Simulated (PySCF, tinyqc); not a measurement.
A ladder of methods, and size consistency: correlation methods against full CI in the sto-3g basis, for H6, spin multiplicity 1. Computed by the program tinyqc with PySCF. Command: `OMP_NUM_THREADS=1 python tinyqc.py 115114 115115 out.jsonl`; one thread of a shared host (Intel(R) Xeon(R) Processor @ 2.60GHz), about 1 s.

Geometry (angstrom):
```
atom       x       y       z
H     0.0000  0.0000  0.0000
H     0.0000  0.0000  0.9900
H     0.0000  0.0000  2.0270
H     0.0000  0.0000  3.0180
H     0.0000  0.0000  4.0540
H     0.0000  0.0000  5.0450
```

RHF energy of one = -3.148905 hartree

All electrons correlated; +Q is the Davidson correction (1 - c0^2) E_corr. The last columns treat two copies 100 angstrom apart as one system. FCI is the lowest singlet.

Correlation energies (hartree):
```
method   E_corr of one  share of FCI (%)  E_corr of two at 100 angstrom  two minus twice one (mhartree)
MP2           -0.06134            62.475                       -0.12268                           0.000
CISD          -0.09369            95.425                       -0.17436                          13.016
CISD+Q        -0.10128           103.159                       -0.19681                           5.746
CCSD          -0.09781            99.621                       -0.19562                           0.000
CCSD(T)       -0.09817            99.992                       -0.19634                           0.000
FCI           -0.09818           100.000                              -                               -
```

MP2 recovers 62 %, CISD 95.4 % and CCSD 99.6 % of the FCI value (c0^2 = 0.919 in CISD). MP2 and coupled cluster are size consistent, so their last column vanishes; CISD loses 13.02 mhartree, since a double excitation on each copy is a quadruple of the pair, and the Davidson correction leaves +5.75. The restricted reference is unstable here: a spin-polarised solution lies 0.0000 hartree lower (PySCF), so results built on it describe a poor reference.
